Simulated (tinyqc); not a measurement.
# Millisecond and nanosecond annealing: surface heating, thermal budget and solid-phase regrowth, step by step

A worked calculation. Computed by tinyqc, a small Python program that keeps every step. Command: `OMP_NUM_THREADS=1 python tinyqc.py 3026514 3026515 out.jsonl flash walk`. One thread of a shared host (Intel(R) Xeon(R) Processor @ 2.30GHz), about 0.02 s of CPU time with the checks. Intermediate numbers are printed to about 7 digits and carried at full precision; extremes and crossings named in words are read from the listed rows.

A square pulse heats the surface of a thick wafer with constant thermal properties; losses by radiation are neglected and silicon melts at 1414 C.

Inputs (values chosen for the exercise, modelled on hot silicon with arsenic):

| quantity | value | unit |
|---|---|---|
| incident fluence | 12.5 | J/cm^2 |
| pulse length t_p | 0.00055 | s |
| reflectance R | 0.55 | - |
| thermal conductivity k | 0.26 | W/(cm K) |
| heat capacity per volume c | 2.25 | J/(cm^3 K) |
| preheat temperature T0 | 700 | C |
| wafer thickness d | 775 | um |
| dopant prefactor D0 | 8.22 | cm^2/s |
| dopant activation energy E | 4.01 | eV |
| regrowth prefactor v0 | 5e+08 | cm/s |
| regrowth energy E_v | 2.69 | eV |
| amorphous layer | 18 | nm |

Source: scanned laser.

Constants: k_B = 8.617333262e-05 eV/K.

## Peak temperature

Absorbed flux q = (1 - R) fluence/t_p; kappa = k/c. With f(z, t) = (2 q/k) sqrt(kappa t) ierfc(z/(2 sqrt(kappa t))), ierfc(x) = exp(-x^2)/sqrt(pi) - x erfc(x): T = T0 + f(z, t) during the pulse and T0 + f(z, t) - f(z, t - t_p) after it. At the surface the rise at the end of the pulse is 2 q sqrt(t_p/(pi k c)); the fluence that just melts the surface scales with (1414 - T0).

absorbed flux q = 10227.27 W/cm^2

kappa = 0.1155556 cm^2/s

thermal length sqrt(kappa t_p) = 79.72174 um

peak temperature = 1053.849 C

fluence at the melting threshold = 25.22260 J/cm^2

The heated layer is 10 % of the wafer thickness, so the cold bulk quenches the surface.

## Temperature in depth and time

The formulas are those given above.

Temperature (C):

| t/t_p | surface | z = 0.5 thermal lengths | z = 1 | z = 2 |
|---|---|---|---|---|
| 0.10 | 811.897 | 718.5703 | 701.2364 | 700.0002 |
| 0.25 | 876.925 | 762.6056 | 715.7594 | 700.3067 |
| 0.50 | 950.209 | 824.0543 | 752.2539 | 705.3252 |
| 0.75 | 1006.442 | 874.8351 | 789.6813 | 716.5098 |
| 1.00 | 1053.849 | 918.9420 | 825.2113 | 731.5187 |
| 1.10 | 959.223 | 916.6435 | 837.5833 | 738.1771 |
| 1.50 | 883.166 | 870.4583 | 837.8182 | 761.5023 |
| 2.00 | 846.569 | 840.2382 | 822.8974 | 772.9891 |
| 4.00 | 794.814 | 793.1184 | 788.2137 | 771.0601 |
| 10.00 | 757.422 | 757.0448 | 755.9284 | 751.6774 |

One tenth of a pulse length after the end the surface has lost 95 C: cooling starts as sqrt(t - t_p), much faster than heating ends.

## Thermal budget

Temperatures in kelvin are T(C) + 273.15. Integrate exp(-E/(k_B T(t))) at the surface from 0 to 10 t_p (Gauss-Legendre, 60 points in sqrt(t) up to t_p and 60 in sqrt(t - t_p) after it). (Dt) = D0 x integral with E; regrowth = v0 x integral with E_v; effective time = integral/exp(-E/(k_B T_peak)).

budget (Dt) = 5.696097e-19 cm^2

diffusion length 2 sqrt(Dt) = 0.01509450 nm

effective time over t_p = 0.2137096

possible regrowth = 57.89532 nm

Only 21.4 % of the pulse counts at the peak; the estimate 2 k_B T_peak^2/(E (T_peak - T0)) gives 21.4 %. The amorphous layer of 18 nm regrows fully. Caution: equilibrium diffusivities are used; implant damage enhances diffusion, and k and c vary with temperature. Caution: at this preheat temperature the layer would already regrow within five seconds or less before the pulse. Caution: a diffusion length below the atomic spacing of 0.235 nm means about one jump per atom or fewer, so the profile does not change measurably.

## Same peak temperature, different pulse lengths

For each t_p the flux is set so that the peak temperature stays the same: q sqrt(t_p) is fixed.

Pulses:

| t_p (s) | fluence (J/cm^2) | q (W/cm^2) | thermal length (um) | 2 sqrt(Dt) (nm) | regrowth (nm) |
|---|---|---|---|---|---|
| 1.00e-07 | 1.685500e-01 | 7.584748e+05 | 1.074968e+00 | 2.035342e-04 | 1.052642e-02 |
| 1.00e-06 | 5.330018e-01 | 2.398508e+05 | 3.399346e+00 | 6.436316e-04 | 1.052642e-01 |
| 1.00e-05 | 1.685500e+00 | 7.584748e+04 | 1.074968e+01 | 2.035342e-03 | 1.052642e+00 |
| 1.00e-04 | 5.330018e+00 | 2.398508e+04 | 3.399346e+01 | 6.436316e-03 | 1.052642e+01 |
| 3.00e-04 | 9.231862e+00 | 1.384779e+04 | 5.887841e+01 | 1.114803e-02 | 3.157927e+01 |
| 1.00e-03 | 1.685500e+01 | 7.584748e+03 | 1.074968e+02 | 2.035342e-02 | 1.052642e+02 |
| 3.00e-03 | 2.919371e+01 | 4.379057e+03 | 1.861899e+02 | 3.525315e-02 | 3.157927e+02 |
| 1.00e-02 | 5.330018e+01 | 2.398508e+03 | 3.399346e+02 | 6.436316e-02 | 1.052642e+03 |

Fluence and diffusion length grow as sqrt(t_p), regrowth as t_p. The layer of 18 nm regrows from t_p = 0.0003 s on among these rows, at a diffusion length of 0.011 nm. Caution: the shortest pulses need a source absorbed within their thermal length, and the longest also heat the back of the wafer, which the thick-wafer formula leaves out. Caution: seconds at the preheat temperature would regrow the layer before any pulse.

Checks made by the program: heat stored at the end of the pulse against the absorbed fluence (relative difference below 1e-10).
